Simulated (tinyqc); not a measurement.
Changing the process temperature: rapid thermal processing of a wafer: radiative balance, ramp and cooling, pattern effects, pyrometer error and spike budget. Computed by tinyqc, a small Python program. Command: `OMP_NUM_THREADS=1 python tinyqc.py 3114322 3114323 out.jsonl rtp sweep`. One thread of a shared host (Intel(R) Xeon(R) Processor @ 2.30GHz), about 0.07 s of CPU time with the checks.

The wafer is opaque and uniform through its thickness unless said otherwise; temperatures in formulas are in kelvin (C + 273.15). sigma = 5.670374419e-12 W/(cm^2 K^4).

Inputs (values chosen for the exercise, modelled on a hot silicon wafer):

| quantity | value | unit |
|---|---|---|
| wafer thickness d | 525 | micrometre |
| heat capacity per volume C | 2.19 | J/(cm^3 K) |
| thermal conductivity k | 0.29 | W/(cm K) |
| emissivity eps of each face | 0.67 | - |
| reflectivity of the chamber walls r | 0.16 | - |
| gas heat-transfer coefficient h, both faces together | 0.82 | mW/(cm^2 K) |
| wall temperature T_w | 350 | K |
| starting temperature | 450 | C |
| ramp rate | 240 | K/s |
| activation energy of the process E_a | 3.46 | eV |

Constants: k_B = 8.617333262e-05 eV/K.

Method:
- Effective emissivity between parallel grey plates: eps_eff = 1/(1/eps + 1/(1 - r) - 1). Loss per area q(T) = 2 eps_eff sigma (T^4 - T_w^4) + h (T - T_w).
- Absorbed power during a ramp = q(T) + C d x ramp rate; thermal time constant tau = C d/(dq/dT), dq/dT = 8 eps_eff sigma T^3 + h; natural cooling rate q/(C d); front-to-back difference under one-sided heating at the end of the ramp = (absorbed power) d/(2 k).
- Cooling with the lamps off: C d dT/dt = -q(T), integrated adaptively (relative tolerance 1e-10).
- Spike anneal: linear ramp to the peak, then lamps off. Equivalent time at the peak = int exp(-(E_a/k_B)(1/T - 1/T_peak)) dt; estimate (k_B T^2/E_a)(1/ramp rate + 1/cooling rate). The ramp part uses 4000 trapezoid steps, the cooling part 4000 steps over 4 tau.
- Time within 50 K of the peak from the same curves.

One run for each value:

| process temperature (C) | holding power q (W/cm^2) | time constant tau (s) | natural cooling rate (K/s) | equivalent time, total (s) |
|---|---|---|---|---|
| 620 | 4.63 | 5.742 | 40.3 | 0.5932 |
| 710 | 6.71 | 4.350 | 58.4 | 0.5273 |
| 800 | 9.43 | 3.369 | 82.0 | 0.4813 |
| 890 | 12.90 | 2.659 | 112.2 | 0.4501 |
| 980 | 17.26 | 2.135 | 150.1 | 0.4302 |
| 1070 | 22.64 | 1.739 | 196.9 | 0.4190 |
| 1160 | 29.21 | 1.434 | 254.1 | 0.4150 |
| 1250 | 37.13 | 1.197 | 322.9 | 0.4168 |

Over the rows, holding power q (W/cm^2) rises from 4.63 to 37.1; time constant tau (s) falls from 5.74 to 1.20; natural cooling rate (K/s) rises from 40.3 to 323.

Extremes, crossings and ranges named in words are read from the listed rows.
